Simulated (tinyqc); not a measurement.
# Double-gate transistor below threshold, two-dimensional Poisson equation on a small mesh: effects of single changes

Half of a symmetric double-gate structure: row 0 is the mid-plane of the body, where the normal field vanishes. Mobile charge is neglected (subthreshold), the body is fully depleted, and potentials are counted from the intrinsic level; rows run upward to the gate, columns from source to drain.

Parameters, values chosen for the exercise; semiconductor permittivity close to that of gallium nitride: temperature T = 300 K; relative permittivity of the semiconductor eps_r = 9.65; relative permittivity of the insulator eox = 22; half the body thickness tb = 6 nm; insulator thickness tox = 5.8 nm; channel length L = 37 nm; acceptor density of the depleted body Na = 0 cm^-3; potential of the source Vbi = 0.58 V; gate offset Vfb = -0.03 V; gate voltage Vg = 0 V; drain voltage Vd = 0.05 V.

Constants: q = 1.602176634e-19 C, kB = 1.380649e-23 J/K, Vt = kB T/q, eps0 = 8.8541878128e-14 F/cm where lengths are in cm. Results are converted to the units shown.

Each table varies one quantity; the others keep the values above.

## Effect of the drain voltage

Mesh: rows i = 0..12 in the semiconductor (step hs = tb/12, row 12 on the interface), then 8 step(s) ho = tox/8 up to the gate row 20; columns j = 0..80 (step hy = L/80). Box integration, divided by eps0: up_i = eps hy/h of the interval above row i, dn_i = that of the interval below (0 for row 0), lat_i = (sum of eps h/2 over the intervals above and below)/hy, s_i = -q Na w_i hy/eps0 with w_i the semiconductor height of the box (hs/2 for row 0 and the interface row, hs between, 0 in the insulator). Each free node obeys (up + dn + 2 lat) psi = up psi(above) + dn psi(below) + lat [psi(left) + psi(right)] + s. Fixed values: gate row Vg - Vfb; column 0 at Vbi and the last column at Vbi + Vd in the semiconductor, each running linearly to Vg - Vfb across the insulator. The system is solved directly. On row 0 the minimum of psi and its place come from a parabola through the three lowest nodes; barrier = Vbi - minimum, swing = Vt ln 10/(d psi/dVg), DIBL = (d psi/dVd)/(d psi/dVg) there. Lambda = pi/k with k the smallest positive root of tan(k tox) tan(k tb) = eox/eps_r.

Results:

| Vd (V) | L/Lambda | barrier (V) | place y/L | swing (mV/decade) | DIBL (mV/V) |
|---|---|---|---|---|---|
| 0.05 | 1.968 | 0.4822 | 0.4928 | 67.50 | 64.00 |
| 0.25 | 1.968 | 0.4718 | 0.4691 | 67.65 | 55.39 |
| 0.65 | 1.968 | 0.4543 | 0.4356 | 68.20 | 45.38 |
| 0.85 | 1.968 | 0.4467 | 0.4228 | 68.53 | 42.11 |
| 1.05 | 1.968 | 0.4396 | 0.4117 | 68.86 | 39.50 |

Estimate the missing row, Vd = 0.45 V.

Computed row:

| Vd (V) | L/Lambda | barrier (V) | place y/L | swing (mV/decade) | DIBL (mV/V) |
|---|---|---|---|---|---|
| 0.45 | 1.968 | 0.4626 | 0.4506 | 67.90 | 49.61 |

With this row back in the table: As Vd goes from 0.05 to 1.05 V, the barrier falls from 0.482 to 0.440 V, the swing rises from 67.5 to 68.9 mV a decade and DIBL falls from 64.0 to 39.5 mV/V; the ideal swing is 59.5. The barrier top moves from y/L = 0.493 to 0.412, towards the source.

## Effect of the gate voltage

Same model as above.

Result of one run:

| Vg (V) | L/Lambda | barrier (V) | place y/L | swing (mV/decade) | DIBL (mV/V) |
|---|---|---|---|---|---|
| 0.12 | 1.968 | 0.3764 | 0.4909 | 67.50 | 63.26 |

What becomes of these results when the gate voltage Vg is changed from 0.12 to 0.04 V, all else the same?

Result of the changed run:

| Vg (V) | L/Lambda | barrier (V) | place y/L | swing (mV/decade) | DIBL (mV/V) |
|---|---|---|---|---|---|
| 0.04 | 1.968 | 0.4470 | 0.4923 | 67.50 | 63.78 |

The whole series:

| Vg (V) | L/Lambda | barrier (V) | place y/L | swing (mV/decade) | DIBL (mV/V) |
|---|---|---|---|---|---|
| -0.2 | 1.968 | 0.6586 | 0.4947 | 67.49 | 64.72 |
| -0.12 | 1.968 | 0.5881 | 0.4941 | 67.49 | 64.48 |
| -0.04 | 1.968 | 0.5175 | 0.4933 | 67.50 | 64.18 |
| 0.04 | 1.968 | 0.4470 | 0.4923 | 67.50 | 63.78 |
| 0.12 | 1.968 | 0.3764 | 0.4909 | 67.50 | 63.26 |
| 0.2 | 1.968 | 0.3059 | 0.4890 | 67.51 | 62.51 |

As Vg goes from -0.2 to 0.2 V, the barrier falls from 0.659 to 0.306 V, the swing stays near 67.5 mV a decade and DIBL falls from 64.7 to 62.5 mV/V; the ideal swing is 59.5. The barrier top moves from y/L = 0.495 to 0.489.

## Choice of the relaxation factor

Mesh: rows i = 0..2 in the semiconductor (step hs = tb/2, row 2 on the interface), then 1 step(s) ho = tox/1 up to the gate row 3; columns j = 0..4 (step hy = L/4). Sweeps go row by row from row 0, left to right, psi(new) = psi + omega (t - psi) with t the value that solves the node equation for the newest neighbours; free nodes start at zero; stop when the largest change is below 1e-7 V.

Result of one run:

| omega | sweeps |
|---|---|
| 1 | 41 |

What becomes of these results when the relaxation factor omega is changed from 1 to 1.5, all else the same?

Result of the changed run:

| omega | sweeps |
|---|---|
| 1.5 | 24 |

The whole series:

| omega | sweeps |
|---|---|
| 1 | 41 |
| 1.1 | 33 |
| 1.2 | 25 |
| 1.3 | 16 |
| 1.4 | 18 |
| 1.5 | 24 |
| 1.6 | 31 |
| 1.7 | 44 |
| 1.8 | 67 |
| 1.9 | 140 |

Gauss-Seidel (omega = 1) takes 41 sweeps; the fewest, 16, are at omega = 1.3, and omega = 1.9 takes 140. The Jacobi matrix of this mesh has spectral radius rho = 0.8373, so theory puts the best factor at 2/(1 + sqrt(1 - rho^2)) = 1.29.

tinyqc, about 0.1 s, one thread, Intel Xeon 2.30GHz (shared host): `OMP_NUM_THREADS=1 python tinyqc.py 2480126 2480127 out.jsonl`
